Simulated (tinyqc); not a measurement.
Inside a calculation. Method: empirical pseudopotential in a few plane waves. One step of it, computed by the program tinyqc.

Problem. Levels at G. Diagonalise the Hermitian matrix.

H(k) at G (eV):
```
                     +0+0+0               -1-1-1               -1-1+1               -1+1-1
+0+0+0             0.000000   2.135790+0.586861i  -2.135790+0.586861i  -2.135790+0.586861i
-1-1-1   2.135790-0.586861i            12.409929   0.000000-0.408171i   0.000000-0.408171i
-1-1+1  -2.135790-0.586861i   0.000000+0.408171i            12.409929             0.217691
-1+1-1  -2.135790-0.586861i   0.000000+0.408171i             0.217691            12.409929
-1+1+1  -2.135790+0.586861i            -0.217691   0.000000+0.408171i   0.000000+0.408171i
+1-1-1  -2.135790-0.586861i   0.000000+0.408171i             0.217691             0.217691
+1-1+1  -2.135790+0.586861i            -0.217691   0.000000+0.408171i             0.000000
+1+1-1  -2.135790+0.586861i            -0.217691             0.000000   0.000000+0.408171i
+1+1+1   2.135790+0.586861i             0.000000            -0.217691            -0.217691
-2+0+0   0.000000-0.408171i  -2.135790+0.586861i  -2.135790-0.586861i  -2.135790-0.586861i
+0-2+0   0.000000-0.408171i  -2.135790+0.586861i  -2.135790-0.586861i   0.827378-0.038483i
+0+0-2   0.000000-0.408171i  -2.135790+0.586861i   0.827378-0.038483i  -2.135790-0.586861i
+0+0+2   0.000000+0.408171i  -0.827378-0.038483i   2.135790+0.586861i  -0.827378+0.038483i
+0+2+0   0.000000+0.408171i  -0.827378-0.038483i  -0.827378+0.038483i   2.135790+0.586861i
+2+0+0   0.000000+0.408171i  -0.827378-0.038483i  -0.827378+0.038483i  -0.827378+0.038483i

                     -1+1+1               +1-1-1               +1-1+1               +1+1-1
+0+0+0  -2.135790-0.586861i  -2.135790+0.586861i  -2.135790-0.586861i  -2.135790-0.586861i
-1-1-1            -0.217691   0.000000-0.408171i            -0.217691            -0.217691
-1-1+1   0.000000-0.408171i             0.217691   0.000000-0.408171i             0.000000
-1+1-1   0.000000-0.408171i             0.217691             0.000000   0.000000-0.408171i
-1+1+1            12.409929             0.000000             0.217691             0.217691
+1-1-1             0.000000            12.409929   0.000000-0.408171i   0.000000-0.408171i
+1-1+1             0.217691   0.000000+0.408171i            12.409929             0.217691
+1+1-1             0.217691   0.000000+0.408171i             0.217691            12.409929
+1+1+1   0.000000+0.408171i            -0.217691   0.000000+0.408171i   0.000000+0.408171i
-2+0+0   2.135790-0.586861i   0.827378-0.038483i  -0.827378-0.038483i  -0.827378-0.038483i
+0-2+0  -0.827378-0.038483i  -2.135790-0.586861i   2.135790-0.586861i  -0.827378-0.038483i
+0+0-2  -0.827378-0.038483i  -2.135790-0.586861i  -0.827378-0.038483i   2.135790-0.586861i
+0+0+2  -2.135790+0.586861i  -0.827378+0.038483i  -2.135790+0.586861i   0.827378+0.038483i
+0+2+0  -2.135790+0.586861i  -0.827378+0.038483i   0.827378+0.038483i  -2.135790+0.586861i
+2+0+0   0.827378+0.038483i   2.135790+0.586861i  -2.135790+0.586861i  -2.135790+0.586861i

                     +1+1+1               -2+0+0               +0-2+0               +0+0-2
+0+0+0   2.135790-0.586861i   0.000000+0.408171i   0.000000+0.408171i   0.000000+0.408171i
-1-1-1             0.000000  -2.135790-0.586861i  -2.135790-0.586861i  -2.135790-0.586861i
-1-1+1            -0.217691  -2.135790+0.586861i  -2.135790+0.586861i   0.827378+0.038483i
-1+1-1            -0.217691  -2.135790+0.586861i   0.827378+0.038483i  -2.135790+0.586861i
-1+1+1   0.000000-0.408171i   2.135790+0.586861i  -0.827378+0.038483i  -0.827378+0.038483i
+1-1-1            -0.217691   0.827378+0.038483i  -2.135790+0.586861i  -2.135790+0.586861i
+1-1+1   0.000000-0.408171i  -0.827378+0.038483i   2.135790+0.586861i  -0.827378+0.038483i
+1+1-1   0.000000-0.408171i  -0.827378+0.038483i  -0.827378+0.038483i   2.135790+0.586861i
+1+1+1            12.409929  -0.827378-0.038483i  -0.827378-0.038483i  -0.827378-0.038483i
-2+0+0  -0.827378+0.038483i            16.546572             0.217691             0.217691
+0-2+0  -0.827378+0.038483i             0.217691            16.546572             0.217691
+0+0-2  -0.827378+0.038483i             0.217691             0.217691            16.546572
+0+0+2  -2.135790-0.586861i            -0.217691            -0.217691             0.000000
+0+2+0  -2.135790-0.586861i            -0.217691             0.000000            -0.217691
+2+0+0  -2.135790-0.586861i             0.000000            -0.217691            -0.217691

                     +0+0+2               +0+2+0               +2+0+0
+0+0+0   0.000000-0.408171i   0.000000-0.408171i   0.000000-0.408171i
-1-1-1  -0.827378+0.038483i  -0.827378+0.038483i  -0.827378+0.038483i
-1-1+1   2.135790-0.586861i  -0.827378-0.038483i  -0.827378-0.038483i
-1+1-1  -0.827378-0.038483i   2.135790-0.586861i  -0.827378-0.038483i
-1+1+1  -2.135790-0.586861i  -2.135790-0.586861i   0.827378-0.038483i
+1-1-1  -0.827378-0.038483i  -0.827378-0.038483i   2.135790-0.586861i
+1-1+1  -2.135790-0.586861i   0.827378-0.038483i  -2.135790-0.586861i
+1+1-1   0.827378-0.038483i  -2.135790-0.586861i  -2.135790-0.586861i
+1+1+1  -2.135790+0.586861i  -2.135790+0.586861i  -2.135790+0.586861i
-2+0+0            -0.217691            -0.217691             0.000000
+0-2+0            -0.217691             0.000000            -0.217691
+0+0-2             0.000000            -0.217691            -0.217691
+0+0+2            16.546572             0.217691             0.217691
+0+2+0             0.217691            16.546572             0.217691
+2+0+0             0.217691             0.217691            16.546572
```

Give: eigenvalues.

Solution.

eigenvalues (eV): -2.8933  7.8412  7.8412  7.8412  10.3860  12.3545  12.3545  12.3545  15.5205  16.1112  16.1112  20.5302  20.7353  20.7353  20.7353
